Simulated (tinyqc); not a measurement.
Mean-field antiferromagnet of the Hubbard model on the simple cubic lattice: one step. One mean-field step. Two cases, with inputs chosen for the exercise.

Question. From m = m0 form Delta, the two bands of each class and m(out).

e(k) = -2 t (cx + cy + cz) - 4 t2 (cx cy + cy cz + cz cx), ci = cos ki; one electron a site; Q = (pi, pi, pi). <n_up - n_dn> = m cos(Q.R) gives Delta = U m/2 and bands E = e+ -/+ sqrt(e-^2 + Delta^2), e+- = (e(k) +- e(k + Q))/2 (the constant U/2 is dropped). Means run over the mesh k_i = 2 pi (j + 1/2)/N of the whole zone: mu from mean(f(E-) + f(E+)) = 1; m(out) = mean of Delta (f(E-) - f(E+))/sqrt(e-^2 + Delta^2); free energy per site F = -kT mean[ln(1 + exp(-(E- - mu)/kT)) + ln(1 + exp(-(E+ - mu)/kT))] + mu + U m^2/4.

Constants: kB = 8.617333262e-05 eV/K.

Case 1.

Values chosen: U = 4.54 eV (on-site repulsion); m0 = 0.36 (starting staggered moment); T = 300 K.

Classes of points:

| \|e-\| (eV) | e+ (eV) | points |
|---|---|---|
| 0.862670 | 0.000000 | 48 |
| 2.588011 | 0.000000 | 16 |

Case 2.

Values chosen: U = 5.21 eV (on-site repulsion); m0 = 0.29 (starting staggered moment); T = 100 K.

Classes of points:

| \|e-\| (eV) | e+ (eV) | points |
|---|---|---|
| 0.834386 | 0.000000 | 48 |
| 2.503158 | 0.000000 | 16 |

Give: Delta; E-, E+ and Delta/sqrt(e-^2 + Delta^2) of each class; m(out).

Answer.

Case 1.

Delta = 0.8172 eV

E-, E+ and Delta/sqrt(e-^2 + Delta^2) of each class:

| \|e-\| (eV) | E- (eV) | E+ (eV) | Delta/sqrt(e-^2 + Delta^2) |
|---|---|---|---|
| 0.8627 | -1.1883 | 1.1883 | 0.6877 |
| 2.5880 | -2.7140 | 2.7140 | 0.3011 |

m(out) = 0.5911

Case 2.

Delta = 0.7554 eV

E-, E+ and Delta/sqrt(e-^2 + Delta^2) of each class:

| \|e-\| (eV) | E- (eV) | E+ (eV) | Delta/sqrt(e-^2 + Delta^2) |
|---|---|---|---|
| 0.8344 | -1.1256 | 1.1256 | 0.6712 |
| 2.5032 | -2.6147 | 2.6147 | 0.2889 |

m(out) = 0.5756

m(out) is above m0, so the next step starts from a larger moment.

Computed by tinyqc, one run a case: `OMP_NUM_THREADS=1 python tinyqc.py N N+1 out.jsonl` with N = 1682033, 1682201; one thread of a shared Intel(R) Xeon(R) Processor @ 2.30GHz, about 0.1 s a run at most.
